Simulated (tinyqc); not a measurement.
Worked calculation: plane-wave Kohn-Sham cycle with exchange-only LDA in a layered model solid. One step of it, computed by the program tinyqc.

Problem. Iteration 2: Hamiltonian at one k. H(m,m') = (k + G_m)^2/2 delta + V(G_m - G_m'), with V(-G) = V(G).

A solid whose potential varies along x alone (atomic units):
```
parameter                      value
period a                    5.200000
cross-section of the cell  36.000000
electrons per cell                 2
grid points                       16
plane waves -n..n, n               3
k points                           4
V1 in V1 cos(2 pi x/a)     -0.690000
V2 in V2 cos(4 pi x/a)      0.160000
```

V(G_m), m = 0, 1, 2, ... (hartree): -0.204371  -0.338382  0.080802  0.000807  -0.000122  0.000010  0.000002

k = 0.125000 2 pi / a

Give: H.

Solution.

H (hartree):
```
         -3       -2       -1       +0       +1       +2       +3
-3   5.8295  -0.3384   0.0808   0.0008  -0.0001   0.0000   0.0000
-2  -0.3384   2.3620  -0.3384   0.0808   0.0008  -0.0001   0.0000
-1   0.0808  -0.3384   0.3545  -0.3384   0.0808   0.0008  -0.0001
+0   0.0008   0.0808  -0.3384  -0.1930  -0.3384   0.0808   0.0008
+1  -0.0001   0.0008   0.0808  -0.3384   0.7195  -0.3384   0.0808
+2   0.0000  -0.0001   0.0008   0.0808  -0.3384   3.0920  -0.3384
+3   0.0000   0.0000  -0.0001   0.0008   0.0808  -0.3384   6.9245
```
